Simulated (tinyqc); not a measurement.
Gate work function from the charge.

Inverse problem. For an undoped double gate, Q = 8 eps0 eps_r Vt beta tan(beta)/ts with 0 < beta < pi/2, and at the source (Vg - dphi)/(2 Vt) - ln[(2/ts) sqrt(2 eps0 eps_r Vt/(q ni))] = ln(beta) - ln(cos beta) + 2 r beta tan(beta), r = eps_r tox/(eox ts). Find beta and dphi.

Inputs (values chosen for the exercise); material values those of a made-up semiconductor: temperature T = 300 K; relative permittivity of the semiconductor eps_r = 8.96; relative permittivity of the gate insulator eox = 25.2; insulator thickness tox = 13 nm; body thickness ts = 20 nm; gate voltage Vg = 1.21 V.

Constants: q = 1.602176634e-19 C, kB = 1.380649e-23 J/K, Vt = kB T/q, eps0 = 8.8541878128e-14 F/cm where lengths are in cm. Results are converted to the units shown.

Qs = 1652.2897 nC/cm^2
ni = 1.3236497e9 cm^-3

Answer. beta tan(beta) rises from 0 without bound on the interval, so the charge fixes beta; the second relation is then explicit in dphi. At this charge the surface density passes 0.3 Nc, so the classical Boltzmann model is only formal.

beta = 1.50
dphi = 0.0800 V

Computed by the program tinyqc: `OMP_NUM_THREADS=1 python tinyqc.py 2440133 2440134 out.jsonl`, one thread of a shared Intel Xeon 2.30GHz, about 0.03 s for the whole run.
